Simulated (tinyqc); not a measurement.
Two-sublattice mean-field magnet: ferrimagnet, compensation points and susceptibility: one step, computed by the program tinyqc.

A random alloy A(1-x)B(x) with H = -sum over pairs J S_i.S_j. a = <S_A> and b = <S_B> are taken along z, a > 0. Exchange fields: h_A = (1 - x) zJ_AA a + x zJ_AB b, h_B = (1 - x) zJ_AB a + x zJ_BB b; a = S_A B_(S_A)(S_A h_A/(k_B T)) and likewise for b, with the Brillouin function B_S(y) = [(2S + 1)/(2S)] coth[(2S + 1) y/(2S)] - [1/(2S)] coth[y/(2S)].

Task: Net moment and spin. Net moment m = (1 - x) g_A a + x g_B b in mu_B per site; net spin s = (1 - x) a + x b. At T = 0, a = S_A and b = -S_B. Effective g = m/s.

Inputs (values chosen for the exercise, for a model ferrimagnet): spin S_A = 1; spin S_B = 3.5; g factor g_A = 2.1; g factor g_B = 2; fraction x of B sites = 0.33.

a = 0.7607357

b = -1.849552

Give: net moment m; net spin s; m at T = 0; effective g.

Result:

net moment m = -0.1503 mu_B

net spin s = -0.1007

m at T = 0 = -0.903 mu_B

effective g = 1.494

B dominates at T, as at T = 0.
